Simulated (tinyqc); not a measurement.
# Pinning factor and decay constant from two barriers

Problem. phiB = S (phiM - chi) + (1 - S)(Eg - E0) with S = 1/(1 + (1/S0 - 1) exp(-be ti)). Find S0, S at the given thickness and be.

Values chosen for this exercise; semiconductor values close to those of germanium; interlayer mass of the order of that in strontium titanate, offset chosen freely: band gap Eg = 0.684 eV; electron affinity chi = 4.15 eV; charge-neutrality level above the valence band E0 = 0.091 eV; metal work function phiM = 4.35 eV.

phiB at ti = 0, 0.4 nm (eV): [0.57295700, 0.46464446]

Solution. Each barrier gives its S by linear interpolation between the pinned and the unpinned value; the ratio of the two values of 1/S - 1 is exp(be ti).

S0 = 0.05100
S = 0.3266
be = 5.500 1/nm

Program tinyqc, `OMP_NUM_THREADS=1 python tinyqc.py 2270110 2270111 out.jsonl`; Intel Xeon 2.30GHz, shared host, one thread, about 0.04 s.
